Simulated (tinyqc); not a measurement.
RKS/BLYP in the 6-31g basis, for H2, spin multiplicity 1, step by step. Computed by tinyqc, a small Python program that keeps every step (integrals from PySCF). Settings: charge = 0, multiplicity = 1, basis = 6-31g, energy threshold = 1e-09, iteration cap = 50, orthogonalisation = symmetric, start = random, DIIS depth = 3, method = RKS, functional = blyp, grid = [10, 14]. Command: `OMP_NUM_THREADS=1 python tinyqc.py 29350 29351 out.jsonl` (the two numbers bound the seeds that draw the settings). One thread of a shared host (Intel(R) Xeon(R) Processor @ 2.60GHz), about 0.2 s of CPU time with the checks. Later iterations appear only in the table of the cycle.

## One-electron integrals

Geometry (angstrom):
```
atom       x       y       z
H     0.0000  0.0000  0.0000
H     0.0000  0.0000  0.9380
```

Basis 6-31g: exponents (1/bohr^2) and contraction coefficients of normalised primitives:
```
element  l (shell)  exponent  coefficient
H            s (1)   18.7311       0.0335
H            s (1)    2.8254       0.2347
H            s (1)    0.6401       0.8138
H            s (2)    0.1613       1.0000
```

Overlap, kinetic and nuclear-attraction integrals over the contracted functions; the nuclear repulsion is the sum of Za Zb / Rab.

nuclear repulsion = 0.564155 hartree

overlap S, lower triangle:
```
        1H 1s   1H 2s   2H 1s   2H 2s
1H 1s  1.0000
1H 2s  0.6583  1.0000
2H 1s  0.2952  0.4356  1.0000
2H 2s  0.4356  0.7762  0.6583  1.0000
```

kinetic energy T (hartree), lower triangle:
```
        1H 1s   1H 2s   2H 1s   2H 2s
1H 1s  1.3957
1H 2s  0.2597  0.2419
2H 1s  0.0628  0.1243  1.3957
2H 2s  0.1243  0.1561  0.2597  0.2419
```

nuclear attraction V (hartree), lower triangle:
```
         1H 1s    1H 2s    2H 1s    2H 2s
1H 1s  -2.2157
1H 2s  -1.1055  -1.1178
2H 1s  -0.6015  -0.7564  -2.2157
2H 2s  -0.7564  -0.9168  -1.1055  -1.1178
```

core Hamiltonian H = T + V (hartree), lower triangle:
```
         1H 1s    1H 2s    2H 1s    2H 2s
1H 1s  -0.8200
1H 2s  -0.8458  -0.8759
2H 1s  -0.5387  -0.6322  -0.8200
2H 2s  -0.6322  -0.7608  -0.8458  -0.8759
```

## Two-electron integrals

Functions are numbered as in S; the eight-fold symmetry (ij|kl) = (ji|kl) = (kl|ij) leaves the list below.

Two-electron integrals (ij|kl) in chemists' order, unique and non-zero (hartree):
```
(11|11) 1.0766   (21|11) 0.5785   (21|21) 0.3294   (22|11) 0.5874
(22|21) 0.3613   (22|22) 0.4532   (31|11) 0.2454   (31|21) 0.1422
(31|22) 0.1595   (31|31) 0.0818   (32|11) 0.2635   (32|21) 0.1630
(32|22) 0.2044   (32|31) 0.1010   (32|32) 0.1431   (33|11) 0.5495
(33|21) 0.3492   (33|22) 0.4556   (33|31) 0.2454   (33|32) 0.3738
(33|33) 1.0766   (41|11) 0.3738   (41|21) 0.2140   (41|22) 0.2368
(41|31) 0.1010   (41|32) 0.1189   (41|33) 0.2635   (41|41) 0.1431
(42|11) 0.4254   (42|21) 0.2639   (42|22) 0.3374   (42|31) 0.1322
(42|32) 0.1807   (42|33) 0.4254   (42|41) 0.1807   (42|42) 0.2730
(43|11) 0.3492   (43|21) 0.2206   (43|22) 0.2885   (43|31) 0.1422
(43|32) 0.2140   (43|33) 0.5785   (43|41) 0.1630   (43|42) 0.2639
(43|43) 0.3294   (44|11) 0.4556   (44|21) 0.2885   (44|22) 0.3870
(44|31) 0.1595   (44|32) 0.2368   (44|33) 0.5874   (44|41) 0.2044
(44|42) 0.3374   (44|43) 0.3613   (44|44) 0.4532
```

## Orthogonalisation

S = U s U^T; symmetric (Loewdin) form X = U s^(-1/2) U^T, so that X^T S X = 1.

eigenvalues of S: 0.1365  0.4157  0.7920  2.6557

X, lower triangle:
```
         1H 1s    1H 2s    2H 1s   2H 2s
1H 1s   1.2587
1H 2s  -0.4977   1.7386
2H 1s  -0.0757   0.0400   1.2587
2H 2s   0.0400  -0.7570  -0.4977  1.7386
```

## Starting guess

The start is random orthonormal orbitals; D = 2 C_occ C_occ^T.

D at the start, lower triangle:
```
         1H 1s    1H 2s   2H 1s   2H 2s
1H 1s   0.3805
1H 2s   0.6091   0.9749
2H 1s  -0.2827  -0.4525  0.2100
2H 2s  -0.9801  -1.5688  0.7281  2.5243
```

## Iteration 1: exchange-correlation on the grid

Becke grid with 10 radial and 14 angular points per atom, points of zero weight dropped. rho = sum D_ij phi_i phi_j; V_xc,ij = sum w v_xc phi_i phi_j plus the gradient terms; v_xc is d(rho eps)/d rho at fixed gradient.

The 8 grid points with the largest w rho, of 274 (bohr, atomic units):
```
x              y       z       w     rho  |grad rho|^2   eps_xc     v_xc
0.0000    0.0000  3.5212  2.1117  0.0319        0.0022  -0.2831  -0.3306
-1.0096   1.0096  2.7821  2.3756  0.0274        0.0017  -0.2722  -0.3142
-1.0096  -1.0096  2.7821  2.3756  0.0274        0.0017  -0.2722  -0.3142
1.0096   -1.0096  2.7821  2.3756  0.0274        0.0017  -0.2722  -0.3142
1.0096    1.0096  2.7821  2.3756  0.0274        0.0017  -0.2722  -0.3142
0.0000    0.0000  4.5159  7.5102  0.0065      1.32e-04  -0.1896  -0.2007
-1.5839  -1.5839  3.3564  8.4477  0.0055      9.49e-05  -0.1819  -0.1910
-1.5839   1.5839  3.3564  8.4477  0.0055      9.49e-05  -0.1819  -0.1910
```

electrons on the grid, sum of w rho = 2.0064

E_xc = sum of w rho eps_xc = -0.592363 hartree

V_xc (hartree), lower triangle:
```
         1H 1s    1H 2s    2H 1s    2H 2s
1H 1s  -0.5853
1H 2s  -0.3460  -0.3443
2H 1s  -0.2156  -0.2496  -0.5797
2H 2s  -0.2572  -0.2982  -0.3467  -0.3710
```

## Iteration 1: building the Kohn-Sham matrix

J_ij = sum D_kl (ij|kl); F = H + J + V_xc; E = tr D H + tr D J / 2 + E_xc + E_nn.

Coulomb J (hartree), lower triangle:
```
        1H 1s   1H 2s   2H 1s   2H 2s
1H 1s  1.0163
1H 2s  0.6208  0.8001
2H 1s  0.3330  0.4995  1.3016
2H 2s  0.4303  0.6888  0.7743  0.9317
```

Kohn-Sham matrix F (hartree), lower triangle:
```
         1H 1s    1H 2s    2H 1s    2H 2s
1H 1s  -0.3890
1H 2s  -0.5710  -0.4202
2H 1s  -0.4213  -0.3823  -0.0981
2H 2s  -0.4591  -0.3702  -0.4182  -0.3152
```

total energy of this density = -0.321192 hartree

## Iteration 1: diagonalisation and new density

Diagonalise F' = X^T F X, C = X C', fill 1 alpha and 1 beta electrons from the bottom; D = 2 C_occ C_occ^T. Each column has its largest component positive (the first on a tie).

F' = X^T F X (hartree), lower triangle:
```
         1        2        3       4
1   0.0166
2  -0.4962   0.0582
3  -0.2585  -0.0548   0.3129
4  -0.1100  -0.1464  -0.4650  0.1790
```

orbital energies (hartree): MO1 -0.6515, MO2 -0.0405, MO3 0.4760, MO4 0.7827

coefficients C:
```
          MO1      MO2      MO3      MO4
1H 1s  0.4985  -0.2121  -1.0513   0.6637
1H 2s  0.3573  -1.0824   1.1226  -1.1338
2H 1s  0.2678   0.3487  -0.4763  -1.1913
2H 2s  0.1073   1.1787   0.2764   1.5388
```

D after iteration 1, lower triangle:
```
        1H 1s   1H 2s   2H 1s   2H 2s
1H 1s  0.4970
1H 2s  0.3563  0.2554
2H 1s  0.2670  0.1914  0.1434
2H 2s  0.1069  0.0767  0.0574  0.0230
```

## Iteration 2: exchange-correlation on the grid

As before.

The 8 grid points with the largest w rho, of 274 (bohr, atomic units):
```
x              y        z       w     rho  |grad rho|^2   eps_xc     v_xc
-0.6111   0.6111   0.6111  0.4964  0.0848        0.0305  -0.3888  -0.4505
-0.6111  -0.6111   0.6111  0.4964  0.0848        0.0305  -0.3888  -0.4505
0.6111    0.6111   0.6111  0.4964  0.0848        0.0305  -0.3888  -0.4505
0.6111   -0.6111   0.6111  0.4964  0.0848        0.0305  -0.3888  -0.4505
-0.6111  -0.6111  -0.6111  0.6009  0.0588        0.0209  -0.3603  -0.3997
0.6111    0.6111  -0.6111  0.6009  0.0588        0.0209  -0.3603  -0.3997
0.6111   -0.6111  -0.6111  0.6009  0.0588        0.0209  -0.3603  -0.3997
-0.6111   0.6111  -0.6111  0.6009  0.0588        0.0209  -0.3603  -0.3997
```

electrons on the grid, sum of w rho = 2.0133

E_xc = sum of w rho eps_xc = -0.729048 hartree

V_xc (hartree), lower triangle:
```
         1H 1s    1H 2s    2H 1s    2H 2s
1H 1s  -0.5958
1H 2s  -0.3123  -0.2966
2H 1s  -0.1558  -0.1831  -0.4716
2H 2s  -0.2099  -0.2310  -0.2563  -0.2624
```

## Iteration 2: building the Kohn-Sham matrix

As before.

Coulomb J (hartree), lower triangle:
```
        1H 1s   1H 2s   2H 1s   2H 2s
1H 1s  1.6037
1H 2s  0.9211  1.0382
2H 1s  0.4434  0.5448  1.2683
2H 2s  0.6177  0.8050  0.7667  0.9382
```

Kohn-Sham matrix F (hartree), lower triangle:
```
         1H 1s    1H 2s    2H 1s    2H 2s
1H 1s   0.1878
1H 2s  -0.2370  -0.1343
2H 1s  -0.2511  -0.2705  -0.0233
2H 2s  -0.2244  -0.1868  -0.3353  -0.2001
```

total energy of this density = -1.059726 hartree

## Iteration 2: DIIS over 2 matrices

error matrix X^T (FDS - SDF) X:
```
         1        2       3        4
1   0.0000   0.2857  0.2658   0.2513
2  -0.2857   0.0000  0.0549   0.0387
3  -0.2658  -0.0549  0.0000  -0.0123
4  -0.2513  -0.0387  0.0123   0.0000
```

B (overlaps of the stored error matrices):
```
                1               2
1   1.4522207e-01  -9.2150609e-02
2  -9.2150609e-02   4.4021111e-01
```

Minimise |sum c_i e_i|^2 with sum c_i = 1: solve [B -1; -1 0][c; lambda] = [0; -1] with B_ij = tr e_i^T e_j, and take F = sum c_i F_i.

DIIS coefficients: 0.6916  0.3084

extrapolated F (hartree), lower triangle:
```
         1H 1s    1H 2s    2H 1s    2H 2s
1H 1s  -0.2111
1H 2s  -0.4680  -0.3320
2H 1s  -0.3688  -0.3478  -0.0751
2H 2s  -0.3867  -0.3136  -0.3926  -0.2797
```

## Iteration 2: diagonalisation and new density

As before.

F' = X^T F X (hartree), lower triangle:
```
         1        2        3       4
1   0.1888
2  -0.4785   0.1178
3  -0.2385  -0.0540   0.3234
4  -0.0832  -0.1351  -0.4598  0.1775
```

orbital energies (hartree): MO1 -0.5295, MO2 -0.0199, MO3 0.5467, MO4 0.8103

coefficients C:
```
          MO1      MO2      MO3      MO4
1H 1s  0.4177  -0.2284   0.9585   0.8330
1H 2s  0.3420  -1.1408  -0.9187  -1.2581
2H 1s  0.3010   0.3069   0.6607  -1.1036
2H 2s  0.1807   1.1934  -0.5059   1.4603
```

D after iteration 2, lower triangle:
```
        1H 1s   1H 2s   2H 1s   2H 2s
1H 1s  0.3489
1H 2s  0.2857  0.2339
2H 1s  0.2514  0.2059  0.1812
2H 2s  0.1510  0.1236  0.1088  0.0653
```

## Iteration 8 (converged): orbitals

converged F (hartree), lower triangle:
```
         1H 1s    1H 2s    2H 1s    2H 2s
1H 1s   0.0178
1H 2s  -0.3207  -0.1994
2H 1s  -0.2706  -0.2714   0.0178
2H 2s  -0.2714  -0.2136  -0.3207  -0.1994
```

As before.

F' = X^T F X (hartree), lower triangle:
```
         1        2        3       4
1   0.3946
2  -0.4467   0.1924
3  -0.1937  -0.0425   0.3946
4  -0.0425  -0.1113  -0.4467  0.1924
```

orbital energies (hartree): MO1 -0.3518, MO2 0.0176, MO3 0.6338, MO4 0.8745

coefficients C:
```
          MO1      MO2      MO3      MO4
1H 1s  0.3120  -0.2350   0.8409   0.9898
1H 2s  0.3053  -1.2204  -0.7024  -1.3301
2H 1s  0.3120   0.2350   0.8409  -0.9898
2H 2s  0.3053   1.2204  -0.7024   1.3301
```

D after iteration 8, lower triangle:
```
        1H 1s   1H 2s   2H 1s   2H 2s
1H 1s  0.1947
1H 2s  0.1905  0.1864
2H 1s  0.1947  0.1905  0.1947
2H 2s  0.1905  0.1864  0.1905  0.1864
```

## Convergence

Stop when the energy changes by less than 1e-09 hartree and every element of the error matrix X^T (F D S - S D F) X is below 9e-06.

Course of the cycle:
```
iteration  E (hartree)     change  largest element of the error matrix
1            -0.321192          -                             1.76e-01
2            -1.059726  -7.39e-01                             2.86e-01
3            -1.124204  -6.45e-02                             1.55e-01
4            -1.151622  -2.74e-02                             3.90e-02
5            -1.153597  -1.98e-03                             4.07e-03
6            -1.153622  -2.48e-05                             1.81e-04
7            -1.153622  -2.72e-08                             2.75e-05
8            -1.153622  -9.38e-10                             3.23e-06
```

PySCF RKS in the same basis, fine grid = -1.149155 hartree

Converged in 8 iterations. The coarse grid moves the energy by -4.47e-03 hartree.

## Populations, bond orders and dipole

Mulliken: Z minus the diagonal of D S on the atom; Loewdin: the same with S^(1/2) D S^(1/2); Mayer order: 2 sum_s sum (D(s) S)_ij (D(s) S)_ji over the two atoms.

Charges (e):
```
atom   Mulliken    Loewdin
1H    -7.16e-06  -5.20e-06
2H     7.16e-06   5.20e-06
```

Mayer bond orders:
```
pair   order
2-1   1.0000
```

dipole moment about the origin, x y z (debye): 0.0000  0.0000  0.0000
